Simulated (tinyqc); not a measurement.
Surface Green function of a dimerised chain, Sancho-Rubio decimation: two steps of the calculation.

A semi-infinite lead of cells 0, 1, 2, ... with H0 inside a cell and H1 = <cell i|H|cell i + 1>. Cell A, B with A at the surface; -t1 joins A and B, -t2 joins B to the next A. z = E + i eta.

Inputs (values chosen for the exercise): energy E = -4.03 eV; broadening eta = 0.05 eV.

Question 1. Decimation. Start with e_s = e = H0, a = H1, b = H1^dagger. Each round: g = (z - e)^(-1); e_s <- e_s + a g b; e <- e + a g b + b g a; a <- a g a; b <- b g b (all with the old a, b). Round k joins cells 2^k apart.

e_s after round 2 (eV):

|  | A | B |
|---|---|---|
| A | 0.0000000+0.0000000i | -2.3000000+0.0000000i |
| B | -2.3000000+0.0000000i | -2.0575943-0.2277600i |

e after round 2 (eV):

|  | A | B |
|---|---|---|
| A | -2.0575943-0.2277600i | -2.3000000+0.0000000i |
| B | -2.3000000+0.0000000i | -2.0575943-0.2277600i |

a after round 2 (eV):

|  | A | B |
|---|---|---|
| A | 0.00000000+0.00000000i | 0.00000000+0.00000000i |
| B | -0.61564461-0.18505421i | 0.00000000+0.00000000i |

b after round 2 (eV):

|  | A | B |
|---|---|---|
| A | 0.00000000+0.00000000i | -0.61564461-0.18505421i |
| B | 0.00000000+0.00000000i | 0.00000000+0.00000000i |

Find: g; e_s after round 3; e after round 3; a after round 3; b after round 3.

Answer 1.

g (1/eV):

|  | A | B |
|---|---|---|
| A | 0.771-0.760i | 1.004-0.745i |
| B | 1.004-0.745i | 0.771-0.760i |

e_s after round 3 (eV):

|  | A | B |
|---|---|---|
| A | 0.000+0.000i | -2.300+0.000i |
| B | -2.300+0.000i | -1.618-0.314i |

e after round 3 (eV):

|  | A | B |
|---|---|---|
| A | -1.618-0.314i | -2.300+0.000i |
| B | -2.300+0.000i | -1.618-0.314i |

a after round 3 (eV):

|  | A | B |
|---|---|---|
| A | 0.0000+0.0000i | 0.0000+0.0000i |
| B | 0.5161-0.0281i | 0.0000+0.0000i |

b after round 3 (eV):

|  | A | B |
|---|---|---|
| A | 0.0000+0.0000i | 0.5161-0.0281i |
| B | 0.0000+0.0000i | 0.0000+0.0000i |

Question 2. Self-energy, Dyson check and densities of states. Sigma = H1 g_s H1^dagger is what the lead adds to one more cell, and (z - H0 - Sigma)^(-1) must give g_s back. Densities of states: -Im of the diagonals over pi.

H0 (eV):

|  | A | B |
|---|---|---|
| A | 0 | -2.3 |
| B | -2.3 | 0 |

H1 (eV):

|  | A | B |
|---|---|---|
| A | 0 | 0 |
| B | -1.9 | 0 |

converged surface Green function g_s (1/eV):

|  | A | B |
|---|---|---|
| A | -0.47723907-0.15717041i | -0.40483999-0.26501513i |
| B | -0.40483999-0.26501513i | -0.71511126-0.45555173i |

converged bulk Green function (1/eV):

|  | A | B |
|---|---|---|
| A | -0.11601222-0.82404465i | 0.09721195-0.79547146i |
| B | 0.09721195-0.79547146i | -0.11601222-0.82404465i |

Wanted: Sigma; (z - H0 - Sigma)^(-1); surface density of states; bulk density of states.

Answer 2.

Sigma (eV):

|  | A | B |
|---|---|---|
| A | 0.000+0.000i | 0.000+0.000i |
| B | 0.000+0.000i | -1.723-0.567i |

(z - H0 - Sigma)^(-1) (1/eV):

|  | A | B |
|---|---|---|
| A | -0.4772-0.1572i | -0.4048-0.2650i |
| B | -0.4048-0.2650i | -0.7151-0.4556i |

| orbital | surface density of states (1/eV) | bulk density of states (1/eV) |
|---|---|---|
| A | 0.0500 | 0.2623 |
| B | 0.1450 | 0.2623 |

Computed by the program tinyqc: `OMP_NUM_THREADS=1 python tinyqc.py 2680126 2680127 out.jsonl`, one thread of a shared Intel Xeon 2.30GHz, about 0.01 s for the whole run.
